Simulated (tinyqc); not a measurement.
Worked calculation: MP2 on RHF in the 6-311g basis, for H2, spin multiplicity 1. One step of it, computed by the program tinyqc.

Question. Second-order Moller-Plesset energy. E2 = sum_ijab (ia|jb) [2 (ia|jb) - (ib|ja)] / (e_i + e_j - e_a - e_b) over occupied i, j and virtual a, b; the opposite-spin part is (ia|jb)^2 / denominator, the rest is same-spin, and SCS-MP2 scales them by 6/5 and 1/3.

orbital energies (hartree): MO1 -0.562347, MO2 0.149551, MO3 0.315661, MO4 0.601968, MO5 2.556721, MO6 2.619694

Two-electron integrals over orbitals (pq|rs), unique and non-zero (hartree):
```
p,q,r,s,(pq|rs)
1,1,1,1,0.611237
2,1,2,1,0.057028
2,2,1,1,0.356958
2,2,2,2,0.304981
3,1,1,1,-0.127833
3,1,2,2,-0.030553
3,1,3,1,0.054647
3,2,2,1,0.020001
3,2,3,2,0.035179
3,3,1,1,0.360929
3,3,2,2,0.276567
3,3,3,1,-0.037474
3,3,3,3,0.281752
4,1,2,1,-0.068891
4,1,3,2,-0.001435
4,1,4,1,0.102818
4,2,1,1,-0.138636
4,2,2,2,-0.050843
4,2,3,1,0.043291
4,2,3,3,-0.048364
4,2,4,2,0.058874
4,3,2,1,0.038379
4,3,3,2,0.017127
4,3,4,1,-0.045874
4,3,4,3,0.032583
4,4,1,1,0.483428
4,4,2,2,0.330744
4,4,3,1,-0.082167
4,4,3,3,0.311483
4,4,4,2,-0.103541
4,4,4,4,0.420558
5,1,1,1,-0.080202
5,1,2,2,-0.013432
5,1,3,1,0.045672
5,1,3,3,-0.021714
5,1,4,2,0.028317
5,1,4,4,-0.056827
5,1,5,1,0.079764
5,2,2,1,-0.004072
5,2,3,2,0.004151
5,2,4,1,0.012178
5,2,4,3,-0.009782
5,2,5,2,0.013713
5,3,1,1,0.101690
5,3,2,2,0.033864
5,3,3,1,-0.038041
5,3,3,3,0.034684
5,3,4,2,-0.035876
5,3,4,4,0.071060
5,3,5,1,-0.042090
5,3,5,3,0.034970
5,4,2,1,0.014072
5,4,3,2,-0.018616
5,4,4,1,-0.038362
5,4,4,3,0.014604
5,4,5,2,-0.021750
5,4,5,4,0.047802
5,5,1,1,0.618236
5,5,2,2,0.352863
5,5,3,1,-0.136080
5,5,3,3,0.360664
5,5,4,2,-0.142824
5,5,4,4,0.490956
5,5,5,1,-0.122523
5,5,5,3,0.121251
5,5,5,5,0.680456
6,1,2,1,-0.028928
6,1,3,2,0.016704
6,1,4,1,0.061503
6,1,4,3,-0.029874
6,1,5,2,0.029829
6,1,5,4,-0.060749
6,1,6,1,0.086421
6,2,1,1,-0.027198
6,2,2,2,0.009455
6,2,3,1,0.022483
6,2,3,3,-0.002694
6,2,4,2,0.006648
6,2,4,4,-0.013682
6,2,5,1,0.036280
6,2,5,3,-0.016381
6,2,5,5,-0.048173
6,2,6,2,0.024051
6,3,2,1,0.031434
6,3,3,2,-0.003321
6,3,4,1,-0.050513
6,3,4,3,0.022281
6,3,5,2,-0.011748
6,3,5,4,0.031250
6,3,6,1,-0.045979
6,3,6,3,0.032459
6,4,1,1,0.138970
6,4,2,2,0.030485
6,4,3,1,-0.060363
6,4,3,3,0.044736
6,4,4,2,-0.047796
6,4,4,4,0.092244
6,4,5,1,-0.074308
6,4,5,3,0.050562
6,4,5,5,0.176266
6,4,6,2,-0.037421
6,4,6,4,0.088499
6,5,2,1,0.094693
6,5,3,2,0.003048
6,5,4,1,-0.142684
6,5,4,3,0.072158
6,5,5,2,-0.038082
6,5,5,4,0.087398
6,5,6,1,-0.130499
6,5,6,3,0.089313
6,5,6,5,0.268168
6,6,1,1,0.644091
6,6,2,2,0.368404
6,6,3,1,-0.150017
6,6,3,3,0.367246
6,6,4,2,-0.154965
6,6,4,4,0.518263
6,6,5,1,-0.153075
6,6,5,3,0.137254
6,6,5,5,0.719919
6,6,6,2,-0.056403
6,6,6,4,0.199139
6,6,6,6,0.779621
```

Hartree-Fock energy = -1.11917365 hartree

Give: Terms; Pair energies; MP2 correlation energy; SCS-MP2 correlation energy; MP2 total energy.

Answer.

Terms:
```
i,j,a,b,(ia|jb),(ib|ja),denominator,term
1,1,4,4,0.103,0.103,-2.329,-4.54e-03
1,1,4,2,-0.069,-0.069,-1.876,-2.53e-03
1,1,2,4,-0.069,-0.069,-1.876,-2.53e-03
1,1,2,2,0.057,0.057,-1.424,-2.28e-03
1,1,3,3,0.055,0.055,-1.756,-1.70e-03
1,1,6,6,0.086,0.086,-6.364,-1.17e-03
1,1,5,5,0.080,0.080,-6.238,-1.02e-03
1,1,6,4,0.062,0.062,-4.346,-8.70e-04
1,1,4,6,0.062,0.062,-4.346,-8.70e-04
1,1,5,3,0.046,0.046,-3.997,-5.22e-04
1,1,3,5,0.046,0.046,-3.997,-5.22e-04
1,1,2,6,-0.029,-0.029,-3.894,-2.15e-04
1,1,6,2,-0.029,-0.029,-3.894,-2.15e-04
```

Pair energies (hartree; pair i-j sums ij and ji):
```
pair,opposite spin,same spin
1-1,-0.019,0
```

MP2 correlation energy = -0.01899 hartree

SCS-MP2 correlation energy = -0.02279 hartree

MP2 total energy = -1.13816 hartree
